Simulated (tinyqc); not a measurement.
From results back to parameters: three-band (Emery) model of a CuO2 plane downfolded to one band. Three cases, with inputs chosen for the exercise.

Problem. With d at 0, oxygen p at -D, hoppings tpd and tpp and k in pi/a: at (1,0) the bonding and antibonding levels are the roots of E (E + D) = 4 tpd^2, and at (1,1) the top level solves E (E + D - 4 tpp) = 8 tpd^2. The levels below come from hidden parameters.

Case 1.

levels at (1,0) (eV): bonding -4.67627, antibonding 1.97627

top level at (1,1) = 3.87270 eV

Case 2.

levels at (1,0) (eV): bonding -4.79178, antibonding 0.99178

top level at (1,1) = 2.21367 eV

Case 3.

levels at (1,0) (eV): bonding -4.62966, antibonding 2.12966

top level at (1,1) = 4.12288 eV

Find: D, tpd, tpp.

Solution. The sum of the roots is -D and their product -4 tpd^2; then tpp = (E + D - 8 tpd^2/E)/4.

Case 1.

D, tpd, tpp (eV): 2.70  1.52  0.45

Case 2.

D, tpd, tpp (eV): 3.80  1.09  0.43

Case 3.

D, tpd, tpp (eV): 2.50  1.57  0.46

Computed by tinyqc, one run a case: `OMP_NUM_THREADS=1 python tinyqc.py N N+1 out.jsonl` with N = 1452392, 1452439, 1452722; one thread of a shared Intel(R) Xeon(R) Processor @ 2.30GHz, about 0.06 s a run at most.
